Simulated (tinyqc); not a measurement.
Inside a calculation: two-dimensional electron gas with Rashba and Dresselhaus coupling. Values are carried at full precision from step to step, so a last printed digit may differ when a step is redone from the rounded ones.

H = c k^2/m + al (ky sx - kx sy) + b1 (kx sx - ky sy) + gam kx ky (kx sy - ky sx), s the Pauli matrices, x = [100], c = hbar^2/2m0, b1 = gam (pi/L)^2 (hard walls). H = c k^2/m + B.s, so E = c k^2/m -/+ |B| and the lower state has its spin along -B.

Constants: hbar^2/2m0 = 3.80998211 eV angstrom^2; hbar = 6.58211957e-16 eV s.

Parameters, chosen for this exercise (of the size met in GaAs; not measured data): m = 0.0678 m0 (mass); al = 0.03 eV angstrom (Rashba constant); gam = 9.8 eV angstrom^3 (bulk Dresselhaus constant); L = 148 angstrom (width of the (001) well); n = 15 1e11/cm^2 (sheet density (one subband filled)); phi = 135 degrees (angle of k from [100]).

## Scales

b1; mean Fermi wave vector k0 = sqrt(2 pi n) (1e11/cm^2 = 1e-5/angstrom^2); E0 = c k0^2/m; b3 = gam k0^2/4; kR = al m/(2c) and ER = al kR/2, the shift and depth of a pure Rashba band.

b1 = 0.004416 eV angstrom
k0 = 0.03070 1/angstrom
E0 = 52.962 meV
b3 = 0.002309 eV angstrom
kR = 0.0002669 1/angstrom
ER = 0.004004 meV

The ratio al/(b1 - b3) is 14.24; kR is 0.9 % of k0.

## Spin-orbit field at one point of the Fermi circle

k = k0 (cos phi, sin phi). Form B, the splitting 2|B| and the direction of the lower spin, atan2(-By, -Bx).

Bx, By (meV): [0.6556, 0.6556]

splitting = 1.8544 meV
direction of the lower spin = -135.0 degrees

## The matrix

H = [[E0, Bx - i By], [Bx + i By, E0]] in meV; diagonalise. Precession period h/(2|B|) = 2 pi hbar/(splitting).

H (meV), rows up, down and columns alike:
$$\begin{pmatrix}
52.9620 & 0.6556-0.6556i \\
0.6556+0.6556i & 52.9620
\end{pmatrix}$$

levels (meV): [52.0348, 53.8892]

period = 2.23 ps

## The two wave vectors at the energy E0 along this direction

Solve c k^2/m -/+ |B(k)| = E0. The spin turns by (k_outer - k_inner) per length, so a half turn takes pi/(difference).

k (1/angstrom): outer 0.030970, inner 0.030433

difference = 0.0005375 1/angstrom
length of a half turn = 584.5 nm

For linear terms alone the difference is (m/c)|B|/k, whatever the energy: every electron along this direction turns alike, the basis of the spin transistor. The cubic term makes it depend on density.

## Checks

- Difference of the Fermi wave vectors without Dresselhaus terms against al m/c: both 0.00053386.

Program tinyqc; command `OMP_NUM_THREADS=1 python tinyqc.py 1451979 1451980 out.jsonl`; about 0.01 s on one thread of a shared Intel(R) Xeon(R) Processor @ 2.30GHz.
